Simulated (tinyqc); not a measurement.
Worked calculation: Jacobi rotations on a symmetric matrix. Computed by tinyqc, a small Python program that keeps every step. Settings: method = jacobi. Command: `OMP_NUM_THREADS=1 python tinyqc.py 24393 24394 out.jsonl` (the two numbers bound the seeds that draw the settings). One thread of a shared host (Intel(R) Xeon(R) Processor @ 2.60GHz), about 0.01 s of CPU time with the checks.

## Jacobi rotation 1

A, lower triangle:
```
,1,2,3,4,5,6
1,0.379000
2,-0.989000,1.021000
3,-0.805000,0.178000,1.279000
4,-0.288000,0.907000,-0.312000,1.486000
5,0.511000,-0.565000,0.628000,0.732000,1.618000
6,-0.387000,-1.064000,0.904000,-0.406000,0.498000,2.055000
```

Take the largest off-diagonal element A_pq; tan 2 theta = 2 A_pq / (A_qq - A_pp) with |theta| <= pi/4; A' = J^T A J with J_pp = J_qq = cos, J_pq = sin, J_qp = -sin.

p, q, theta (rad): 2.000000  6.000000  -0.559245

A', lower triangle:
```
,1,2,3,4,5,6
1,0.379000
2,-1.043653,0.355044
3,-0.805000,0.630497,1.279000
4,-0.288000,0.553422,-0.312000,1.486000
5,0.511000,-0.214713,0.628000,0.732000,1.618000
6,0.196668,0.000000,0.671844,-0.825354,0.721891,2.720956
```

## Jacobi rotation 2

As before.

p, q, theta (rad): 1.000000  2.000000  0.779660

A', lower triangle:
```
,1,2,3,4,5,6
1,1.410744
2,0.000000,-0.676700
3,-1.015741,-0.117566,1.279000
4,-0.593888,0.191093,-0.312000,1.486000
5,0.514351,0.206558,0.628000,0.732000,1.618000
6,0.139861,0.138265,0.671844,-0.825354,0.721891,2.720956
```

## Jacobi rotation 3

As before.

p, q, theta (rad): 1.000000  3.000000  0.753018

A', lower triangle:
```
,1,2,3,4,5,6
1,2.362746
2,0.080397,-0.676700
3,0.000000,-0.085779,0.326997
4,-0.219959,0.191093,-0.633771,1.486000
5,-0.054169,0.206558,0.809942,0.732000,1.618000
6,-0.357390,0.138265,0.585839,-0.825354,0.721891,2.720956
```

## All rotations

The off-diagonal norm falls at every rotation.

Rotations:
```
step,p,q,theta,off-diagonal norm
1,2,6,-0.559245,3.33e+00
2,1,2,0.779660,2.99e+00
3,1,3,0.753018,2.62e+00
4,4,6,-0.464244,2.34e+00
5,4,5,0.649427,1.89e+00
6,3,6,0.261056,1.51e+00
7,3,4,-0.702903,1.19e+00
8,5,6,0.316776,1.07e+00
9,3,5,0.127750,9.52e-01
10,4,6,-0.131722,8.14e-01
11,2,5,0.093125,7.12e-01
...,...,...,...,...
39,3,4,-0.000047,1.02e-04
40,2,5,0.000020,6.11e-05
41,1,4,-0.000019,3.90e-05
42,3,5,0.000010,1.25e-05
43,5,6,-0.000006,2.06e-06
44,1,6,-1.18e-06,9.94e-07
45,4,5,-4.97e-07,1.55e-07
46,2,4,5.63e-08,9.55e-08
47,1,3,-1.92e-08,5.04e-08
48,3,6,-8.17e-09,1.85e-08
49,1,5,4.24e-08,8.00e-10
```

eigenvalues: -0.736454  -0.485362  0.794301  2.191155  2.499306  3.575053
